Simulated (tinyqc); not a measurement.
# Off-state leakage of single and stacked transistors: subthreshold current against the height of the stack

n-channel devices of unit width. Subthreshold current I(Vg, Vs, Vd) = I0 (T/300 K)^0.5 exp[(Vg - Vs - VT(T) - gb (Vs - Vb) + dd (Vd - Vs))/(nf Vt)] (1 - exp(-(Vd - Vs)/Vt)), VT(T) = VT - cT (T - 300 K). Gate-edge tunnelling Ig (Vd/1 V) exp(ag (Vd - 1 V)), for a gate at 0 V, and band-to-band leakage Ab u exp(-Bb/u), u = Vd - Vb + 1 V, flow at a drain held at V; both are taken as independent of T. In a stack of off transistors (all gates at 0 V) the same subthreshold current passes through each.

All n gates at 0 V, bottom source at 0 V, top drain at V; node voltages follow from equal currents.

Inputs (values chosen for the exercise); values of the order met in bulk silicon logic transistors: temperature T = 300 K; supply voltage V = 1.1 V; threshold at 300 K, zero drain and body bias VT = 0.47 V; fall of the threshold with temperature cT = 0.8 mV/K; current at threshold at 300 K I0 = 0.12 uA/um; slope factor nf = 1.22; drain-induced lowering per volt dd = 0.14; rise of the threshold per volt of source-body bias gb = 0.08; body voltage Vb = 0 V.

Constants: q = 1.602176634e-19 C, kB = 1.380649e-23 J/K, Vt = kB T/q. Results are converted to the units shown.

Result of one run:
columns A: n; B: I (nA/um); C: reduction factor; D: drain voltage of the bottom device (mV); E: source voltage of the top device (mV); F: voltage across the top device (V)
```
A         B      C      D      E       F
2  6.619e-5  80.75  113.5  113.5  0.9865
```

What becomes of these results when the number of transistors in series n is changed from 2 to 5, all else the same?

Result of the changed run:
columns A: n; B: I (nA/um); C: reduction factor; D: drain voltage of the bottom device (mV); E: source voltage of the top device (mV); F: voltage across the top device (V)
```
A         B      C      D      E       F
5  1.273e-5  419.9  9.282  156.1  0.9439
```

The whole series:
columns A: n; B: I (nA/um); C: reduction factor; D: drain voltage of the bottom device (mV); E: source voltage of the top device (mV); F: voltage across the top device (V)
```
A         B      C      D      E       F
1  0.005344  1.000   1100      0   1.100
2  6.619e-5  80.75  113.5  113.5  0.9865
3  2.792e-5  191.4  24.84  135.8  0.9642
4  1.751e-5  305.1  13.53  147.9  0.9521
5  1.273e-5  419.9  9.282  156.1  0.9439
6  9.986e-6  535.2  7.062  162.4  0.9376
```

The second transistor cuts the current by a factor of 80.7, the third by a further 2.37 and the sixth by 1.27. The top device keeps 85.2 % of the supply at n = 6, while the drain voltage of the bottom one falls to 0.273 Vt.

tinyqc, about 0.03 s, one thread, Intel Xeon 2.30GHz (shared host): `OMP_NUM_THREADS=1 python tinyqc.py 2242019 2242020 out.jsonl`
